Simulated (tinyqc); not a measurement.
Critical points: density of states of one tight-binding band on the triangular lattice.

E(k) = -2 t (cos 2 pi k1 + cos 2 pi k2 + cos 2 pi (k1 + k2)); k in fractions of the reciprocal vectors, mesh k_i = j/N with j = 0 .. N-1. Densities are per cell and per spin, so the band holds one state.

Values chosen for the exercise: t = 1.8 eV (nearest hopping).

The gradient vanishes at these points by symmetry; the signs of the eigenvalues of the second-derivative matrix give the type.

Critical points:
```
point                 k    E (eV)  positive  negative     type
Gamma            (0, 0)  -10.8000         2         0  minimum
M              (0.5, 0)    3.6000         1         1   saddle
K      (0.3333, 0.3333)    5.4000         0         2  maximum
```

Gamma is a minimum at -10.800 eV: g has a step there. M is a saddle at 3.600 eV: g diverges logarithmically there. K is a maximum at 5.400 eV: g has a step there.

Computed by tinyqc, a small Python program: `OMP_NUM_THREADS=1 python tinyqc.py 1652570 1652571 out.jsonl` (the numbers bound the seed that draws the inputs); one thread of a shared host (Intel(R) Xeon(R) Processor @ 2.30GHz), about 0.1 s for the whole set of steps.
